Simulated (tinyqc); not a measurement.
Deep level as a short-range spherical well: sweeps and comparisons. A value that a table varies takes the place of the one given here.

A spherical well of radius R and depth V0 below the conduction edge, one mass m, c = hbar^2/2m0. The s level at binding Et solves k cot(k R) = -kappa with k = sqrt(m (V0 - Et)/c), kappa = sqrt(m Et/c); it exists for V0 > Vc = c (pi/2R)^2/m. Outside, psi falls as exp(-kappa r)/r.

Lucovsky model (delta well, plane-wave final states, no local-field factor): sigma = (32 pi alpha c/(3 n_r m Et)) (x - 1)^(3/2)/x^3, x = h nu/Et, c = hbar^2/2m0; 1 angstrom^2 = 1e-16 cm^2.

Constants: hbar^2/2m0 = 3.80998211 eV angstrom^2; fine-structure constant alpha = 0.007297352564; e^2/(4 pi eps0) = 14.39964547 eV angstrom; kB = 8.617333262e-05 eV/K.

Values chosen for the exercise (near those of Si; the results hold for these values, not for the real material): R = 3.3 angstrom (radius of the well); m = 0.255 m0 (mass); fV = (1.04, 1.12, 1.34, 1.53, 2.08, 2.96, 6.72) (V0/Vc); n_r = 3.55 (refractive index); xs = (1.05, 1.25, 1.38, 1.9, 2.31, 2.81, 4.8, 8.44) (photon energies h nu/Et); eps = 11.6 (static dielectric constant); T = 350 K (temperature); Fs = (2, 10, 30, 70, 150, 300) kV/cm (fields).

## From threshold to a deep level

Et against the depth at fixed R; near threshold Et = (pi^2/16)(V0 - Vc)^2/Vc.

Results:

| V0/Vc | V0 (eV) | Et (eV) | threshold form (eV) | 1/kappa (angstrom) | share outside |
|---|---|---|---|---|---|
| 1.04 | 3.521 | 0.003246 | 0.003341 | 67.8 | 0.953 |
| 1.12 | 3.792 | 0.02765 | 0.03007 | 23.2 | 0.869 |
| 1.34 | 4.536 | 0.1939 | 0.2414 | 8.8 | 0.696 |
| 1.53 | 5.179 | 0.4254 | 0.5866 | 5.9 | 0.590 |
| 2.08 | 7.041 | 1.385 | 2.436 | 3.3 | 0.401 |
| 2.96 | 10.020 | 3.415 | 8.022 | 2.1 | 0.256 |
| 6.72 | 22.749 | 14.28 | 68.32 | 1.0 | 0.088 |

The threshold form holds to 10 % up to V0/Vc = 1.12 of those listed. There the state is mostly outside the well (95 % in the first row) and knows only Et, which is why a delta-well model works; more than half is inside from V0/Vc = 2.08 on. A second s level would need V0/Vc > 9. From V0/Vc = 2.08 on Et exceeds the gap of the host, about 1.1 eV, so those rows only show the model.

## Neutral against charged centre

Et = 0.21052 eV

Lucovsky cross-section, its shape relative to the peak, and the shape of a hydrogen-like centre relative to threshold: x^-4 exp(4 - 4 atan(e)/e)/(1 - exp(-2 pi/e)), e = sqrt(x - 1).

Results:

| x | h nu (eV) | sigma (1e-18 cm^2) | relative to peak | hydrogen-like |
|---|---|---|---|---|
| 1.05 | 0.221 | 4.72 | 0.077 | 0.878 |
| 1.25 | 0.263 | 31.3 | 0.512 | 0.548 |
| 1.38 | 0.291 | 43.6 | 0.713 | 0.418 |
| 1.90 | 0.400 | 60.9 | 0.996 | 0.171 |
| 2.31 | 0.486 | 59.5 | 0.973 | 0.098 |
| 2.81 | 0.592 | 53.7 | 0.878 | 0.055 |
| 4.80 | 1.010 | 32.7 | 0.536 | 0.011 |
| 8.44 | 1.777 | 16.5 | 0.270 | 0.002 |

The short-range centre starts from zero, reaches half its peak at x = 1.24 and peaks at x = 2; in the last row it still has 27 % of the peak. The Coulomb centre is largest at threshold and is down to 0.2 % there. Reading the peak as the threshold would misplace the level by a factor 2, here 0.21 eV. Rows above the gap, about 1.1 eV, are hidden by band-to-band absorption.

## Emission in a field

Barrier lowering for a charged centre (Poole-Frenkel) is 2 sqrt(q e F/eps), q = e^2/(4 pi eps0), and for the neutral well e F R; the one-dimensional enhancement is exp(lowering/kB T). 1 kV/cm = 1e-5 V/angstrom; tunnelling is left out.

Results:

| F (kV/cm) | lowering, charged (meV) | enhancement | saddle at (angstrom) | lowering, neutral (meV) | enhancement |
|---|---|---|---|---|---|
| 2 | 10.0 | 1.39 | 249 | 0.07 | 1.002 |
| 10 | 22.3 | 2.09 | 111 | 0.33 | 1.011 |
| 30 | 38.6 | 3.60 | 64 | 0.99 | 1.033 |
| 70 | 59.0 | 7.06 | 42 | 2.31 | 1.080 |
| 150 | 86.3 | 17.5 | 29 | 4.95 | 1.178 |
| 300 | 122.0 | 57.2 | 20 | 9.90 | 1.389 |

At 300 kV/cm the charged centre emits 57.2 times faster and the neutral one 1.39 times: the logarithm of the enhancement is linear in sqrt(F) for the first and in F for the second, which tells the charge state. The largest lowering is 58 % of Et.

Computed by tinyqc, a small Python program: `OMP_NUM_THREADS=1 python tinyqc.py 1280444 1280445 out.jsonl` (the numbers bound the seed that draws the inputs); one thread of a shared host (Intel(R) Xeon(R) Processor @ 2.30GHz), about 0.01 s for the whole set of steps.
